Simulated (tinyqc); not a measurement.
Electromigration in a confined line: Blech product, Korhonen stress evolution and Black's law: one step, computed by the program tinyqc. Command: `OMP_NUM_THREADS=1 python tinyqc.py 3015101 3015102 out.jsonl emigr walk`. One thread of a shared host (Intel(R) Xeon(R) Processor @ 2.30GHz), about 0.01 s of CPU time with the checks.

The electron wind pushes atoms from the cathode (x = 0) to the anode (x = L); blocking ends build a back stress (tension positive). The input rho is taken not to change with temperature. d sigma/dt = d/dx [kappa (d sigma/dx + G)], with zero flux at both ends and sigma = 0 at t = 0.

Question. Extrapolation by Black's law. Median life t50 = A j^(-n) exp(E/(k_B T)); acceleration factor = t50(use)/t50(test) = (j/j_u)^n exp[(E/k_B)(1/T_u - 1/T)]. Temperatures in kelvin are T(C) + 273.15.

Inputs (values chosen for the exercise, close to those used for ruthenium lines):
```
quantity,value,unit
activation energy E,1.35,eV
current density j,1.6,MA/cm^2
test temperature T,350,C
use temperature T_u,125,C
use current density j_u,1.3,MA/cm^2
current exponent n,2,-
```

Start: stress-free.

Constants: k_B = 8.617333262e-05 eV/K.

Give: current factor; temperature factor; acceleration factor.

Answer.

current factor = 1.515

temperature factor = 1.479e+06

acceleration factor = 2.241e+06

Caution: an acceleration factor above a million assumes one mechanism over a range that no test covers.
